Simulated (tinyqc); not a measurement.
A clean chain and dephasing by Buettiker voltage probes: two steps of the calculation.

Sites 1 to 3 form a chain with hopping -t. Lead L joins site 1 and lead R site 3, both semi-infinite chains with hopping -t and site energy 0. Every site carries a probe with self-energy -i Gamma_p/2 that draws no net current. Linear response at zero temperature: mu_L = 1, mu_R = 0 in units of the bias.

Parameters, values chosen for the exercise: probe broadening Gamma_p gp = 0.34 eV.

Constants: q = 1.602176634e-19 C, h = 6.62607015e-34 J s. Results are converted to the units shown.

Task 1. Transmissions between terminals. With Gamma the broadening by one lead, T_RL = Gamma^2 |G_(3,1)|^2, T_pL = Gamma Gamma_p |G_(p,1)|^2, T_pR = Gamma Gamma_p |G_(p,3)|^2, T_pq = Gamma_p^2 |G_(p,q)|^2 for p != q.

G (1/eV):
```
	1	2	3
1	-0.03405834-0.63179257i	0.38290079-0.36908788i	0.45759740+0.09795782i
2	0.38290079-0.36908788i	-0.10472781-0.59525945i	0.38290079-0.36908788i
3	0.45759740+0.09795782i	0.38290079-0.36908788i	-0.03405834-0.63179257i
```

Gamma = 1.5450243 eV

Wanted: T_RL; T_pL; T_pR; T_pq.

Result 1.

T_RL = 0.52275

```
probe	T_pL	T_pR
1	0.21029	0.11504
2	0.14858	0.14858
3	0.11504	0.21029
```

T_pq:
```
	1	2	3
1	0.000000	0.032696	0.025315
2	0.032696	0.000000	0.032696
3	0.025315	0.032696	0.000000
```

Task 2. Probe potentials and effective transmission. No current into probe p: W mu = T_pL with W_pp = T_pL + T_pR + sum_q T_pq and W_pq = -T_pq. Then T_eff = T_RL + sum_p T_pR mu_p, and the resistance is (h/2q^2)/T_eff.

T_RL = 0.52275369

```
probe	T_pL	T_pR
1	0.21029236	0.11503784
2	0.14857760	0.14857760
3	0.11503784	0.21029236
```

T_pq:
```
	1	2	3
1	0.000000000	0.032696174	0.025315373
2	0.032696174	0.000000000	0.032696174
3	0.025315373	0.032696174	0.000000000
```

Give: W; mu_p; T_eff; resistance.

Result 2.

W:
```
	1	2	3
1	0.3833	-0.0327	-0.0253
2	-0.0327	0.3625	-0.0327
3	-0.0253	-0.0327	0.3833
```

mu_p, probe 1 to 3: 0.6165  0.5000  0.3835
T_eff = 0.7486
resistance = 17.24 kohm

tinyqc, about 0.01 s, one thread, Intel Xeon 2.30GHz (shared host): `OMP_NUM_THREADS=1 python tinyqc.py 2700021 2700022 out.jsonl`
